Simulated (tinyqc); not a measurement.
Ballistic transport through the one-dimensional subbands of a rectangular nanowire or nanosheet channel: one step, computed by the program tinyqc.

Hard walls, parabolic subbands, transport along x. Energies are counted from the bulk conduction band edge at the top of the barrier, which the gate pulls down by U; the source Fermi level lies at the bulk edge when U = 0.

Task: Conductance, capacitance and scattering. Linear conductance G = (2 e^2/h) sum_i g f(eta_i), g = 2, f = 1/(1 + exp(-eta_i)), with the barrier frozen at the eta_i above; current per perimeter I/(2(a + b)); with scattering, transmission lambda/(lambda + L) and low-bias resistance (1 + L/lambda)/G.

Inputs (values chosen for the exercise, modelled on silicon):
```
quantity,value,unit
height a,3.7,nm
width b,6.2,nm
temperature T,300,K
mean free path for back-scattering lambda,66,nm
channel length L,48,nm
```

Valleys: silicon [100] wire.

Occupation:
```
subband,eta_i,n_i (1/nm),I_i (microampere)
1,3.077887,7.139461e-01,1.467170e+00
2,0.022557,2.146125e-01,7.089847e-01
3,-0.394304,1.605933e-01,5.540930e-01
4,-1.214027,8.353498e-02,3.056396e-01
5,-1.667441,1.267018e-01,2.094067e-01
6,-3.228693,1.280380e-02,4.926366e-02
7,-3.275001,1.223746e-02,4.710293e-02
8,-6.160364,6.981960e-04,2.708640e-03
9,-6.181290,6.837558e-04,2.652645e-03
10,-6.700884,4.068813e-04,1.578801e-03
```

ballistic current I = 3.348600 microampere

Constants: e = 1.602176634e-19 C; h = 6.62607015e-34 J s.

Give: open modes sum g f; ballistic conductance; current per perimeter; transmission; low-bias resistance with scattering.

Result:

open modes sum g f = 4.664

ballistic conductance = 361.4 microsiemens

current per perimeter = 169.1 microampere/micrometre

transmission = 0.5789

low-bias resistance with scattering = 4.780 kiloohm

Even without scattering the wire has h/(2 e^2 M) = 2.77 kiloohm, which sits in the contacts.
